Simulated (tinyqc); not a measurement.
MOSFET with velocity saturation and source resistance: two steps of the calculation.

Strong inversion, charge Q = Cox (Vg - m V) at channel potential V with Vg the gate overdrive, and drift velocity v = mu E/(1 + mu E/vsat). Integrating along the channel gives I = mu Cox (1/L)(Vg Vd - m Vd^2/2)/(1 + Vd/Vc) per width, Vc = vsat L/mu, which peaks at Vdsat. Units: I in uA/um, Rs in ohm um, so the drop over Rs is 1e-6 I Rs volts.

Inputs (values chosen for the exercise): gate capacitance Cox = 1.34 uF/cm^2; mobility at low gate voltage mu0 = 110 cm^2/(V s); mobility degradation th = 0.2 1/V; saturation velocity vsat = 9.2e6 cm/s; body factor m = 1.34; threshold VT = 0.47 V; channel length L = 0.13 um; source resistance Rs = 300 ohm um; gate voltage Vgs = 1.8 V.

Task 1. Saturation without source resistance. Vg = Vgs - VT (0 if negative), mu = mu0/(1 + th Vg), Vc = vsat L/mu, x = sqrt(1 + 2 Vg/(m Vc)), Vdsat = 2 Vg/(m (1 + x)), Isat = Cox vsat Vg (x - 1)/(x + 1) per width. Long-channel limit: mu Cox Vg^2/(2 m L); short-channel limit: Cox vsat Vg.

Wanted: Vg; mu; Vc; Vdsat; Isat; long-channel limit; short-channel limit.

Result 1.

Vg = 1.330 V
mu = 86.89 cm^2/(V s)
Vc = 1.376 V
Vdsat = 0.7746 V
Isat = 360.0 uA/um
long-channel limit = 591.1 uA/um
short-channel limit = 1640 uA/um

Task 2. Saturation current with source resistance. Vg = Vgs - I Rs - VT (0 if negative), mu = mu0/(1 + th Vg), Vc = vsat L/mu, x = sqrt(1 + 2 Vg/(m Vc)), Vdsat = 2 Vg/(m (1 + x)), Isat = Cox vsat Vg (x - 1)/(x + 1) per width. I(new) = Isat.

I after iteration 1 = 360.03323 uA/um

Give: Vg; mu; Vc; Vdsat; Isat; I after iteration 2.

Result 2.

Vg = 1.2220 V
mu = 88.396 cm^2/(V s)
Vc = 1.3530 V
Vdsat = 0.72023 V
Isat = 316.68 uA/um
I after iteration 2 = 316.68 uA/um

Computed by the program tinyqc: `OMP_NUM_THREADS=1 python tinyqc.py 2500131 2500132 out.jsonl`, one thread of a shared Intel Xeon 2.30GHz, about 0.01 s for the whole run.
